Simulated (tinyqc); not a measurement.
All-pass ring resonator: one step of the calculation.

A ring of length L = 2 pi Rr coupled to one bus waveguide: round-trip amplitude a = 10^(-al L/20), self-coupling t = sqrt(1 - k2). At detuning d from the resonance the round-trip phase is p = 2 pi d/FSR and the transmission T = (a^2 - 2 a t cos p + t^2)/(1 - 2 a t cos p + a^2 t^2). Lossless coupler, linear absorption only.

Task. Thermal shift of the resonance. T is the transmission at d = dl - s, p = 2 pi d/FSR; out = (lam dT/ng) Rt fa (1 - T) Pin; s(new) = out.

Inputs (values chosen for the exercise); values close to those of silicon waveguides:
- lam = 1550 nm (cold resonance wavelength)
- ng = 4.16 (group index)
- dT = 0.00018 1/K (thermo-optic change of the effective index)
- Rt = 10 K/mW (thermal resistance)
- fa = 0.9 (share of the loss that heats the ring)
- Pin = 0.087 mW (input power)
- dl = 100 pm (laser detuning from the cold resonance)

s at the start = 0 pm
a = 0.97747123
t = 0.98843310
FSR = 6.1277204 nm

Give: d; T; out; s after iteration 1.

Result.

d = 100.0 pm
T = 0.9093
out = 4.764 pm
s after iteration 1 = 4.764 pm

tinyqc, about 0.01 s, one thread, Intel Xeon 2.30GHz (shared host): `OMP_NUM_THREADS=1 python tinyqc.py 2650104 2650105 out.jsonl`
